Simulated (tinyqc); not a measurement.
The internal displacement: deformation potentials from a strained empirical pseudopotential.

Diamond lattice, no spin-orbit coupling. Atomic form factor V(q) = a1 (q^2 - a2)/(a3 exp(a4 q^2) - 1) in rydberg with q in 1/bohr, for the unstrained cell. Under a strain e the reciprocal vectors and k go over into (1 + e)^(-1) G, the atoms sit at +/- tau with tau = (1 + e) a (1,1,1)/8 - zeta a (eyz, ezx, exy)/4, and H(G,G') = c |k + G|^2 delta + (V(q)/det(1 + e)) cos(q.tau), q = G - G', with the term q = 0 left out; c = hbar^2/2m0. The basis is fixed before straining: all G with |k + G|^2 up to 16 (2 pi/a)^2. k is given in units of 2 pi/a of the unstrained cell.

Constants: hbar^2/2m0 = 3.80998211 eV angstrom^2; Ry = 13.60569312 eV; a0 (Bohr radius) = 0.5291772105 angstrom.

Inputs chosen for the exercise (out of a larger set: near those of Si; not measured data):

| symbol | value | unit | meaning |
|---|---|---|---|
| a | 5.427 | angstrom | lattice constant |
| A | (0.543, 2.215, 2.043, 0.491) |  | a1 (Ry bohr^2), a2 (1/bohr^2), a3, a4 (bohr^2) |
| h | 0.005 |  | size of the test strain |

Xu of L (level 5, the lowest empty one) and d from exy = eyz = ezx = h for several zeta: Xu = [E(L [111]) - E(L [1-1-1])]/((8/3) h), d = (single valence level - pair)/(3 sqrt(3) h). zeta = 0 strains the bonds with the lattice; zeta = 1 keeps all four bond lengths equal to first order.

Results:

| zeta | Xu (L) (eV) | d (eV) |
|---|---|---|
| 0.00 | 10.66 | 1.00 |
| 0.25 | 11.13 | -1.39 |
| 0.50 | 11.62 | -3.77 |
| 0.60 | 11.82 | -4.72 |
| 0.75 | 12.12 | -6.14 |
| 1.00 | 12.65 | -8.52 |

How do the results move, and what explains it?

From zeta = 0 to 1, d goes from 1.00 to -8.52 eV and Xu (L) from 10.66 to 12.65 eV, both nearly linearly: the displacement is an optical-phonon mode, and d = d(0) - zeta d0/4 gives its deformation potential d0 = 38 eV. Leaving the relaxation out (zeta = 0 for 0.5) moves d by +4.76 eV, which reverses its sign, and Xu (L) by -0.96 eV. Tetragonal strain has no such freedom.

tinyqc: `OMP_NUM_THREADS=1 python tinyqc.py 1850883 1850884 out.jsonl`; about 0.2 s, one thread, shared Intel(R) Xeon(R) Processor @ 2.30GHz.
